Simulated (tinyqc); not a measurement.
Rapid thermal processing of a wafer: radiative balance, ramp and cooling, pattern effects, pyrometer error and spike budget: one step, computed by the program tinyqc.

The wafer is opaque and uniform through its thickness unless said otherwise; temperatures in formulas are in kelvin (C + 273.15). sigma = 5.670374419e-12 W/(cm^2 K^4).

Question. Pyrometer error. Signal proportional to eps/(exp(c2/(lambda T)) - 1), c2 = h c/k_B. If the assumed emissivity is too high by the given error, the reading T' solves (1 + error)/(exp(c2/(lambda T')) - 1) = 1/(exp(c2/(lambda T)) - 1). Wien estimate: T' - T = -lambda T^2 ln(1 + error)/c2. Process rates go as exp(-E_a/(k_B T)).

Inputs (values chosen for the exercise, modelled on a hot silicon wafer): process temperature = 662 C; starting temperature = 400 C; pyrometer wavelength = 4.5 micrometre; error of the assumed emissivity = 9 %; activation energy of the process E_a = 2.7 eV.

Constants: h = 6.62607015e-34 J s; c = 299792458 m/s; k_B = 1.380649e-23 J/K; k_B = 8.617333262e-05 eV/K.

Give: c2; c2/(lambda T); reading less true temperature; Wien estimate; rate at T over rate at T', less 1.

Answer.

c2 = 14388 micrometre K

c2/(lambda T) = 3.419

reading less true temperature = -22.29 K

Wien estimate = -23.57 K

rate at T over rate at T', less 1 = 126.6 %

Caution: below about 600 C lightly doped silicon is partly transparent at this wavelength, so its emissivity is not yet the hot value early in the ramp.
